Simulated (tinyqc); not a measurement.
From one set of inputs to another, one input at a time: Stoner model of a band magnet at zero temperature. Computed by tinyqc, a small Python program. Command: `OMP_NUM_THREADS=1 python tinyqc.py 3020063 3020064 out.jsonl stoner ladder`. One thread of a shared host (Intel(R) Xeon(R) Processor @ 2.30GHz), about 0.05 s of CPU time with the checks.

Five orbitals per spin share one band; u = (E - E_bottom)/W runs from 0 to 1, and the states per spin, atom and energy are g = 5 d(u)/W with d = (8/pi) sqrt(u (1 - u)). N(u) is the integral of d from 0. The moment m = n_up - n_down (electrons per atom) moves the fillings to n +/- m/10; the energy is E(m) = E_band(m) - I m^2/4.

The inputs printed are set A. Inputs not listed in the table keep their values of set A, so the rows need not describe a real material.

Inputs (values chosen for the exercise, for a model d band): band width W = 2.3 eV; filling n per spin orbital = 0.54; Stoner parameter I = 0.21 eV.

Density of states: semi-elliptic.

Method. Solve N(u_F) = n; g_F = 5 d(u_F)/W; the Stoner product is I g_F.

Each row keeps all changes above it:

| input moved | from | to | Stoner product I g_F | g_F (1/eV) |
|---|---|---|---|---|
| set A | - | - | 0.58011 | 2.7624 |
| Stoner parameter I (eV) | 0.21 | 0.343 | 0.94752 | 2.7624 |
| filling n per spin orbital | 0.54 | 0.72 | 0.88826 | 2.5897 |
| band width W (eV) | 2.3 | 3.7 | 0.55216 | 1.6098 |

Stoner product I g_F goes from 0.580 to 0.552, a factor 0.952 in all. The largest single move comes from Stoner parameter I (a factor 1.63), but it runs against the net change; the largest move in the direction of the net change is band width W (a factor 0.622). g_F goes from 2.76 to 1.61, a factor 0.583 in all. The largest single move comes from band width W (a factor 0.622). The single moves hold for this order of the switches; the total does not depend on the order.

Extremes, crossings and ranges named in words are read from the listed rows.
